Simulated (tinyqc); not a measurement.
ROHF in the sto-6g basis, for H4, spin multiplicity 3, step by step. This run ends on a higher stationary point, not on the lowest solution. Computed by tinyqc, a small Python program that keeps every step (integrals from PySCF). Settings: charge = 0, multiplicity = 3, basis = sto-6g, energy threshold = 1e-09, iteration cap = 88, orthogonalisation = canonical, start = atomic densities, DIIS depth = 0, method = ROHF. Command: `OMP_NUM_THREADS=1 python tinyqc.py 24509 24510 out.jsonl` (the two numbers bound the seeds that draw the settings). One thread of a shared host (Intel(R) Xeon(R) Processor @ 2.60GHz), about 0.1 s of CPU time with the checks. Later iterations appear only in the table of the cycle.

## One-electron integrals

Geometry (angstrom):

| atom | x | y | z |
|---|---|---|---|
| H | 0.000000 | 0.000000 | 0.000000 |
| H | 0.000000 | 0.000000 | 1.161000 |
| H | 0.000000 | 0.000000 | 3.184000 |
| H | 0.000000 | 0.000000 | 4.345000 |

Basis sto-6g: exponents (1/bohr^2) and contraction coefficients of normalised primitives:

| element | l (shell) | exponent | coefficient |
|---|---|---|---|
| H | s (1) | 35.523221 | 0.009164 |
| H | s (1) | 6.513144 | 0.049361 |
| H | s (1) | 1.822143 | 0.168538 |
| H | s (1) | 0.625955 | 0.370563 |
| H | s (1) | 0.243077 | 0.416492 |
| H | s (1) | 0.100112 | 0.130334 |

Overlap, kinetic and nuclear-attraction integrals over the contracted functions; the nuclear repulsion is the sum of Za Zb / Rab.

nuclear repulsion = 1.62735675 hartree

overlap S, lower triangle:
```
          1H 1s     2H 1s     3H 1s     4H 1s
1H 1s  1.000000
2H 1s  0.407390  1.000000
3H 1s  0.015521  0.115561  1.000000
4H 1s  0.001609  0.015521  0.407390  1.000000
```

kinetic energy T (hartree), lower triangle:
```
           1H 1s      2H 1s     3H 1s     4H 1s
1H 1s   0.768522
2H 1s   0.063420   0.768522
3H 1s  -0.004421  -0.011780  0.768522
4H 1s  -0.000707  -0.004421  0.063420  0.768522
```

nuclear attraction V (hartree), lower triangle:
```
           1H 1s      2H 1s      3H 1s      4H 1s
1H 1s  -1.975992
2H 1s  -0.748627  -2.115668
3H 1s  -0.023831  -0.183203  -2.115668
4H 1s  -0.002370  -0.023831  -0.748627  -1.975992
```

core Hamiltonian H = T + V (hartree), lower triangle:
```
           1H 1s      2H 1s      3H 1s      4H 1s
1H 1s  -1.207470
2H 1s  -0.685208  -1.347146
3H 1s  -0.028252  -0.194983  -1.347146
4H 1s  -0.003077  -0.028252  -0.685208  -1.207470
```

## Two-electron integrals

Functions are numbered as in S; the eight-fold symmetry (ij|kl) = (ji|kl) = (kl|ij) leaves the list below.

Two-electron integrals (ij|kl) in chemists' order, unique and non-zero (hartree):
```
(11|11) 0.774999   (21|11) 0.241604   (21|21) 0.102061   (22|11) 0.428829
(22|21) 0.241604   (22|22) 0.774999   (31|11) 0.005444   (31|21) 0.002624
(31|22) 0.007487   (31|31) 0.000099   (32|11) 0.029205   (32|21) 0.015996
(32|22) 0.053405   (32|31) 0.000770   (32|32) 0.006751   (33|11) 0.166192
(33|21) 0.083580   (33|22) 0.260740   (33|31) 0.005444   (33|32) 0.053405
(33|33) 0.774999   (41|11) 0.000441   (41|21) 0.000219   (41|22) 0.000645
(41|31) 0.000009   (41|32) 0.000076   (41|33) 0.000645   (41|41) 9.29e-07
(42|11) 0.003194   (42|21) 0.001686   (42|22) 0.005444   (42|31) 0.000086
(42|32) 0.000770   (42|33) 0.007487   (42|41) 0.000009   (42|42) 0.000099
(43|11) 0.057542   (43|21) 0.027958   (43|22) 0.083580   (43|31) 0.001686
(43|32) 0.015996   (43|33) 0.241604   (43|41) 0.000219   (43|42) 0.002624
(43|43) 0.102061   (44|11) 0.121790   (44|21) 0.057542   (44|22) 0.166192
(44|31) 0.003194   (44|32) 0.029205   (44|33) 0.428829   (44|41) 0.000441
(44|42) 0.005444   (44|43) 0.241604   (44|44) 0.774999
```

## Orthogonalisation

S = U s U^T; canonical form X = U s^(-1/2), so that X^T S X = 1. Each column of U has its largest component positive (the first on a tie).

eigenvalues of S: 0.545426  0.631853  1.337404  1.485317

X:
```
               1          2          3         4
1H 1s  -0.626424   0.669693   0.462412  0.381892
2H 1s   0.724090  -0.585521   0.400042  0.436792
3H 1s  -0.724090  -0.585521  -0.400042  0.436792
4H 1s   0.626424   0.669693  -0.462412  0.381892
```

## Starting guess

The start is atomic minimal-basis densities projected into this basis (PySCF's MINAO start) and scaled to the electron count of each spin; this density is not idempotent, so its energy is not variational and may lie below the converged one.

D(alpha) at the start, lower triangle:
```
           1H 1s     2H 1s     3H 1s     4H 1s
1H 1s   0.721934
2H 1s   0.069078  0.715928
3H 1s   0.004013  0.049580  0.715928
4H 1s  -0.000270  0.004013  0.069078  0.721934
```

D(beta) at the start, lower triangle:
```
           1H 1s     2H 1s     3H 1s     4H 1s
1H 1s   0.240645
2H 1s   0.023026  0.238643
3H 1s   0.001338  0.016527  0.238643
4H 1s  -0.000090  0.001338  0.023026  0.240645
```

## Iteration 1: building the Fock matrix

J_ij = sum D_kl (ij|kl) with D = D(alpha) + D(beta), K_ij = sum D_kl (ik|jl) for each spin; F = H + J - K(s); E = tr D H + tr D J / 2 - 0.5 sum_s tr D(s) K(s) + E_nn.

Coulomb J (hartree), lower triangle:
```
          1H 1s     2H 1s     3H 1s     4H 1s
1H 1s  1.490278
2H 1s  0.624474  1.628541
3H 1s  0.021556  0.164984  1.628541
4H 1s  0.002171  0.021556  0.624474  1.490278
```

exchange K(alpha) (hartree), lower triangle:
```
          1H 1s     2H 1s     3H 1s     4H 1s
1H 1s  0.666324
2H 1s  0.385936  0.672382
3H 1s  0.026744  0.097433  0.672382
4H 1s  0.005341  0.026744  0.385936  0.666324
```

exchange K(beta) (hartree), lower triangle:
```
          1H 1s     2H 1s     3H 1s     4H 1s
1H 1s  0.222108
2H 1s  0.128645  0.224127
3H 1s  0.008915  0.032478  0.224127
4H 1s  0.001780  0.008915  0.128645  0.222108
```

F(alpha) (hartree), lower triangle:
```
           1H 1s      2H 1s      3H 1s      4H 1s
1H 1s  -0.383516
2H 1s  -0.446670  -0.390987
3H 1s  -0.033441  -0.127432  -0.390987
4H 1s  -0.006248  -0.033441  -0.446670  -0.383516
```

F(beta) (hartree), lower triangle:
```
           1H 1s      2H 1s      3H 1s     4H 1s
1H 1s   0.060700
2H 1s  -0.189379   0.057268
3H 1s  -0.015611  -0.062477   0.057268
4H 1s  -0.002687  -0.015611  -0.189379  0.060700
```

total energy of this density = -1.56689632 hartree

This density is the starting one; it is not idempotent, so its energy is not variational and may lie below the converged one.

## Iteration 1: Roothaan effective Fock matrix

With projectors Pc = D(beta) S, Po = (D(alpha) - D(beta)) S, Pv = 1 - D(alpha) S, the block xy is Px^T F Py; with Fc = (F(alpha) + F(beta))/2, the blocks are Fc for cc, oo, vv and cv, F(beta) for co and F(alpha) for ov.

effective F (hartree), lower triangle:
```
           1H 1s      2H 1s      3H 1s      4H 1s
1H 1s  -0.044745
2H 1s  -0.173080  -0.035704
3H 1s   0.031539  -0.015685  -0.035704
4H 1s   0.025404   0.031539  -0.173080  -0.044745
```

## Iteration 1: diagonalisation and new density

Diagonalise F' = X^T F X, C = X C', fill 3 alpha and 1 beta electrons from the bottom; D(s) = C_occ C_occ^T. Each column has its largest component positive (the first on a tie).

F' = X^T F X (hartree), lower triangle:
```
           1          2          3          4
1   0.295205
2   0.000000   0.169421
3  -0.005429   0.000000  -0.187812
4   0.000000  -0.003115   0.000000  -0.119691
```

orbital energies (hartree): MO1 -0.187873, MO2 -0.119724, MO3 0.169455, MO4 0.295266

coefficients C:
```
             MO1       MO2        MO3        MO4
1H 1s   0.455344  0.389084   0.665540  -0.631581
2H 1s   0.408153  0.430459  -0.590192   0.719549
3H 1s  -0.408153  0.430459  -0.590192  -0.719549
4H 1s  -0.455344  0.389084   0.665540   0.631581
```

D(alpha) after iteration 1, lower triangle:
```
           1H 1s      2H 1s      3H 1s     4H 1s
1H 1s   0.801669
2H 1s  -0.039462   0.700210
3H 1s  -0.411162   0.367032   0.700210
4H 1s   0.386992  -0.411162  -0.039462  0.801669
```

D(beta) after iteration 1, lower triangle:
```
           1H 1s      2H 1s     3H 1s     4H 1s
1H 1s   0.207338
2H 1s   0.185850   0.166589
3H 1s  -0.185850  -0.166589  0.166589
4H 1s  -0.207338  -0.185850  0.185850  0.207338
```

## Iteration 2: building the Fock matrix

As before.

Coulomb J (hartree), lower triangle:
```
          1H 1s     2H 1s     3H 1s     4H 1s
1H 1s  1.509764
2H 1s  0.623121  1.599566
3H 1s  0.021277  0.161780  1.599566
4H 1s  0.002144  0.021277  0.623121  1.509764
```

exchange K(alpha) (hartree), lower triangle:
```
           1H 1s      2H 1s     3H 1s     4H 1s
1H 1s   0.671368
2H 1s   0.338345   0.633036
3H 1s  -0.008464   0.116812  0.633036
4H 1s   0.012898  -0.008464  0.338345  0.671368
```

exchange K(beta) (hartree), lower triangle:
```
           1H 1s      2H 1s     3H 1s     4H 1s
1H 1s   0.264351
2H 1s   0.178200   0.215041
3H 1s  -0.051005  -0.054118  0.215041
4H 1s  -0.049302  -0.051005  0.178200  0.264351
```

F(alpha) (hartree), lower triangle:
```
           1H 1s      2H 1s      3H 1s      4H 1s
1H 1s  -0.369074
2H 1s  -0.400432  -0.380616
3H 1s   0.001488  -0.150014  -0.380616
4H 1s  -0.013831   0.001488  -0.400432  -0.369074
```

F(beta) (hartree), lower triangle:
```
           1H 1s     2H 1s      3H 1s     4H 1s
1H 1s   0.037943
2H 1s  -0.240287  0.037378
3H 1s   0.044030  0.020916   0.037378
4H 1s   0.048370  0.044030  -0.240287  0.037943
```

total energy of this density = -1.66272826 hartree

## Iteration 2: Roothaan effective Fock matrix

As before.

effective F (hartree), lower triangle:
```
           1H 1s      2H 1s      3H 1s      4H 1s
1H 1s  -0.165566
2H 1s  -0.320359  -0.171619
3H 1s   0.022759  -0.064549  -0.171619
4H 1s   0.017269   0.022759  -0.320359  -0.165566
```

## Iteration 2: diagonalisation and new density

As before.

F' = X^T F X (hartree), lower triangle:
```
           1         2          3          4
1   0.366771
2   0.000000  0.171827
3  -0.013910  0.000000  -0.366345
4   0.000000  0.003931   0.000000  -0.331939
```

orbital energies (hartree): MO1 -0.366609, MO2 -0.331969, MO3 0.171858, MO4 0.367035

coefficients C:
```
             MO1       MO2        MO3        MO4
1H 1s   0.450450  0.376655   0.672652  -0.635081
2H 1s   0.413701  0.441347  -0.582095   0.716374
3H 1s  -0.413701  0.441347  -0.582095  -0.716374
4H 1s  -0.450450  0.376655   0.672652   0.635081
```

D(alpha) after iteration 2, lower triangle:
```
           1H 1s      2H 1s      3H 1s     4H 1s
1H 1s   0.797236
2H 1s  -0.038960   0.704770
3H 1s  -0.411663   0.362473   0.704770
4H 1s   0.391425  -0.411663  -0.038960  0.797236
```

D(beta) after iteration 2, lower triangle:
```
           1H 1s      2H 1s     3H 1s     4H 1s
1H 1s   0.202905
2H 1s   0.186352   0.171149
3H 1s  -0.186352  -0.171149  0.171149
4H 1s  -0.202905  -0.186352  0.186352  0.202905
```

## Iteration 3: building the Fock matrix

As before.

Coulomb J (hartree), lower triangle:
```
          1H 1s     2H 1s     3H 1s     4H 1s
1H 1s  1.507298
2H 1s  0.623398  1.603399
3H 1s  0.021313  0.162176  1.603399
4H 1s  0.002148  0.021313  0.623398  1.507298
```

exchange K(alpha) (hartree), lower triangle:
```
           1H 1s      2H 1s     3H 1s     4H 1s
1H 1s   0.668615
2H 1s   0.338536   0.635897
3H 1s  -0.008601   0.116119  0.635897
4H 1s   0.013267  -0.008601  0.338536  0.668615
```

exchange K(beta) (hartree), lower triangle:
```
           1H 1s      2H 1s     3H 1s     4H 1s
1H 1s   0.261598
2H 1s   0.178392   0.217902
3H 1s  -0.051142  -0.054811  0.217902
4H 1s  -0.048933  -0.051142  0.178392  0.261598
```

F(alpha) (hartree), lower triangle:
```
           1H 1s      2H 1s      3H 1s      4H 1s
1H 1s  -0.368787
2H 1s  -0.400345  -0.379644
3H 1s   0.001661  -0.148926  -0.379644
4H 1s  -0.014196   0.001661  -0.400345  -0.368787
```

F(beta) (hartree), lower triangle:
```
           1H 1s     2H 1s      3H 1s     4H 1s
1H 1s   0.038229
2H 1s  -0.240201  0.038351
3H 1s   0.044203  0.022004   0.038351
4H 1s   0.048004  0.044203  -0.240201  0.038229
```

total energy of this density = -1.66282287 hartree

## Iteration 3: Roothaan effective Fock matrix

As before.

effective F (hartree), lower triangle:
```
           1H 1s      2H 1s      3H 1s      4H 1s
1H 1s  -0.165279
2H 1s  -0.320273  -0.170646
3H 1s   0.022932  -0.063461  -0.170646
4H 1s   0.016904   0.022932  -0.320273  -0.165279
```

## Iteration 3: diagonalisation and new density

As before.

F' = X^T F X (hartree), lower triangle:
```
           1         2          3          4
1   0.367319
2   0.000000  0.172763
3  -0.014369  0.000000  -0.366167
4   0.000000  0.002872   0.000000  -0.331003
```

orbital energies (hartree): MO1 -0.366449, MO2 -0.331019, MO3 0.172779, MO4 0.367600

coefficients C:
```
             MO1       MO2        MO3        MO4
1H 1s   0.450059  0.378068   0.671859  -0.635358
2H 1s   0.414142  0.440123  -0.583021   0.716119
3H 1s  -0.414142  0.440123  -0.583021  -0.716119
4H 1s  -0.450059  0.378068   0.671859   0.635358
```

D(alpha) after iteration 3, lower triangle:
```
           1H 1s      2H 1s      3H 1s     4H 1s
1H 1s   0.796884
2H 1s  -0.038923   0.705135
3H 1s  -0.411700   0.362108   0.705135
4H 1s   0.391777  -0.411700  -0.038923  0.796884
```

D(beta) after iteration 3, lower triangle:
```
           1H 1s      2H 1s     3H 1s     4H 1s
1H 1s   0.202553
2H 1s   0.186388   0.171514
3H 1s  -0.186388  -0.171514  0.171514
4H 1s  -0.202553  -0.186388  0.186388  0.202553
```

## Iteration 4: building the Fock matrix

As before.

Coulomb J (hartree), lower triangle:
```
          1H 1s     2H 1s     3H 1s     4H 1s
1H 1s  1.507101
2H 1s  0.623421  1.603705
3H 1s  0.021316  0.162207  1.603705
4H 1s  0.002148  0.021316  0.623421  1.507101
```

exchange K(alpha) (hartree), lower triangle:
```
           1H 1s      2H 1s     3H 1s     4H 1s
1H 1s   0.668395
2H 1s   0.338550   0.636124
3H 1s  -0.008611   0.116064  0.636124
4H 1s   0.013297  -0.008611  0.338550  0.668395
```

exchange K(beta) (hartree), lower triangle:
```
           1H 1s      2H 1s     3H 1s     4H 1s
1H 1s   0.261378
2H 1s   0.178406   0.218130
3H 1s  -0.051153  -0.054866  0.218130
4H 1s  -0.048904  -0.051153  0.178406  0.261378
```

F(alpha) (hartree), lower triangle:
```
           1H 1s      2H 1s      3H 1s      4H 1s
1H 1s  -0.368764
2H 1s  -0.400337  -0.379566
3H 1s   0.001675  -0.148840  -0.379566
4H 1s  -0.014226   0.001675  -0.400337  -0.368764
```

F(beta) (hartree), lower triangle:
```
           1H 1s     2H 1s      3H 1s     4H 1s
1H 1s   0.038252
2H 1s  -0.240193  0.038429
3H 1s   0.044216  0.022090   0.038429
4H 1s   0.047975  0.044216  -0.240193  0.038252
```

total energy of this density = -1.66282348 hartree

## Iteration 4: Roothaan effective Fock matrix

As before.

effective F (hartree), lower triangle:
```
           1H 1s      2H 1s      3H 1s      4H 1s
1H 1s  -0.165256
2H 1s  -0.320265  -0.170568
3H 1s   0.022946  -0.063375  -0.170568
4H 1s   0.016874   0.022946  -0.320265  -0.165256
```

## Iteration 4: diagonalisation and new density

As before.

F' = X^T F X (hartree), lower triangle:
```
           1         2          3          4
1   0.367361
2   0.000000  0.172837
3  -0.014406  0.000000  -0.366152
4   0.000000  0.002788   0.000000  -0.330927
```

orbital energies (hartree): MO1 -0.366434, MO2 -0.330943, MO3 0.172852, MO4 0.367644

coefficients C:
```
             MO1       MO2        MO3        MO4
1H 1s   0.450028  0.378180   0.671796  -0.635380
2H 1s   0.414177  0.440025  -0.583095   0.716099
3H 1s  -0.414177  0.440025  -0.583095  -0.716099
4H 1s  -0.450028  0.378180   0.671796   0.635380
```

D(alpha) after iteration 4, lower triangle:
```
           1H 1s      2H 1s      3H 1s     4H 1s
1H 1s   0.796856
2H 1s  -0.038921   0.705164
3H 1s  -0.411703   0.362079   0.705164
4H 1s   0.391805  -0.411703  -0.038921  0.796856
```

D(beta) after iteration 4, lower triangle:
```
           1H 1s      2H 1s     3H 1s     4H 1s
1H 1s   0.202525
2H 1s   0.186391   0.171543
3H 1s  -0.186391  -0.171543  0.171543
4H 1s  -0.202525  -0.186391  0.186391  0.202525
```

## Iteration 6 (converged): orbitals

converged F (hartree), lower triangle:
```
           1H 1s      2H 1s      3H 1s      4H 1s
1H 1s  -0.165254
2H 1s  -0.320265  -0.170562
3H 1s   0.022947  -0.063367  -0.170562
4H 1s   0.016872   0.022947  -0.320265  -0.165254
```

As before.

F' = X^T F X (hartree), lower triangle:
```
           1         2          3          4
1   0.367365
2   0.000000  0.172843
3  -0.014409  0.000000  -0.366150
4   0.000000  0.002781   0.000000  -0.330921
```

orbital energies (hartree): MO1 -0.366433, MO2 -0.330936, MO3 0.172858, MO4 0.367648

coefficients C:
```
             MO1       MO2        MO3        MO4
1H 1s   0.450025  0.378190   0.671791  -0.635382
2H 1s   0.414180  0.440017  -0.583101   0.716097
3H 1s  -0.414180  0.440017  -0.583101  -0.716097
4H 1s  -0.450025  0.378190   0.671791   0.635382
```

D(alpha) after iteration 6, lower triangle:
```
           1H 1s      2H 1s      3H 1s     4H 1s
1H 1s   0.796853
2H 1s  -0.038920   0.705166
3H 1s  -0.411703   0.362076   0.705166
4H 1s   0.391808  -0.411703  -0.038920  0.796853
```

D(beta) after iteration 6, lower triangle:
```
           1H 1s      2H 1s     3H 1s     4H 1s
1H 1s   0.202523
2H 1s   0.186392   0.171545
3H 1s  -0.186392  -0.171545  0.171545
4H 1s  -0.202523  -0.186392  0.186392  0.202523
```

## Convergence

Stop when the energy changes by less than 1e-09 hartree and every element of the error matrix X^T (F D S - S D F) X is below 9e-06.

Course of the cycle:

| iteration | E (hartree) | change | largest element of the error matrix |
|---|---|---|---|
| 1 | -1.56689632 | - | 1.50e-02 |
| 2 | -1.66272826 | -9.58e-02 | 1.13e-02 |
| 3 | -1.66282287 | -9.46e-05 | 9.04e-04 |
| 4 | -1.66282348 | -6.01e-07 | 7.18e-05 |
| 5 | -1.66282348 | -3.79e-09 | 5.70e-06 |
| 6 | -1.66282348 | -2.39e-11 | 4.52e-07 |

PySCF ROHF in the same basis = -1.72454635 hartree

Converged in 6 iterations. But the solution lies 0.06172 hartree above the reference: it is another stationary point, not the lowest one. Reruns (cap 100 unless said): DIIS 8: converged in 5 to a higher stationary point; atomic densities as start, DIIS 8: converged in 5 to a higher stationary point.

## Populations, bond orders and dipole

Mulliken: Z minus the diagonal of D S on the atom; Loewdin: the same with S^(1/2) D S^(1/2); Mayer order: 2 sum_s sum (D(s) S)_ij (D(s) S)_ji over the two atoms.

Charges (e):

| atom | Mulliken | Loewdin | Mulliken spin |
|---|---|---|---|
| 1H | -0.050476 | -0.052462 | 0.500000 |
| 2H | 0.050476 | 0.052462 | 0.500000 |
| 3H | 0.050476 | 0.052462 | 0.500000 |
| 4H | -0.050476 | -0.052462 | 0.500000 |

Mayer bond orders:

| pair | order |
|---|---|
| 2-1 | 0.247452 |
| 3-1 | 0.247452 |
| 3-2 | 0.252548 |
| 4-1 | 0.252548 |
| 4-2 | 0.247452 |
| 4-3 | 0.247452 |

dipole moment about the origin, x y z (debye): 0.000000  0.000000  0.000000
